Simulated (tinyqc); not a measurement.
Arrhenius plot: admittance spectroscopy and thermally stimulated current of one trap level in a depletion layer. Computed by tinyqc, a small Python program. Command: `OMP_NUM_THREADS=1 python tinyqc.py 3113807 3113808 out.jsonl admit walk`. One thread of a shared host (Intel(R) Xeon(R) Processor @ 2.30GHz), about 0.01 s of CPU time with the checks.

A Schottky junction on n-type material holds one donor-like electron trap; shallow donors are fully ionised and abrupt depletion edges are assumed.

Inputs (values chosen for the exercise, modelled on n-type GaN):
```
quantity                         value    unit
density-of-states mass m         0.198     m_0
shallow doping N               2.5e+16  1/cm^3
trap depth E_t below the band    0.535      eV
capture cross section sigma    2.2e-15    cm^2
test frequency f                   700      Hz
```

Constants: k_B = 1.380649e-23 J/K; m_0 = 9.1093837015e-31 kg; h = 6.62607015e-34 J s; k_B = 8.617333262e-05 eV/K.

Method:
- N_c = 2 (2 pi m k_B T/h^2)^(3/2), v_th = sqrt(3 k_B T/m), emission rate e_n = sigma v_th N_c exp(-E_t/(k_B T)).
- Where the level crosses the Fermi level capture equals emission, so the trap follows the signal with the rate 2 e_n; G/omega peaks at omega = 2 e_n (the correction for large N_t/N is left out).
- Solve 2 e_n(T_p) = 2 pi f.
- T_p for 0.1, 0.3, 1, 3 and 10 f; least-squares lines of ln(e_n/T^2) and of ln(e_n) against 1/(k_B T), e_n = pi f; sigma = exp(intercept)/(v_th N_c/T^2).

peak temperature T_p = 342.243 K

Peaks:
```
f (Hz)  T_p (K)  1/(k_B T) (1/eV)  ln(e_n/T^2)  ln(e_n)
70       306.96            37.804      -6.0602   5.3932
210      322.89            35.940      -5.0628   6.4918
700      342.24            33.907      -3.9752   7.6958
2100     361.93            32.063      -2.9885   8.7944
7000     386.12            30.054      -1.9139   9.9984
```

depth from e_n/T^2 = 0.535 eV

cross section from the intercept = 2.20e-15 cm^2

depth without the T^2 = 0.59415 eV

What does the comparison show, and why?

Leaving out T^2 adds 59 meV, near 2 k_B T_p = 59 meV.

Extremes, crossings and ranges named in words are read from the listed rows.
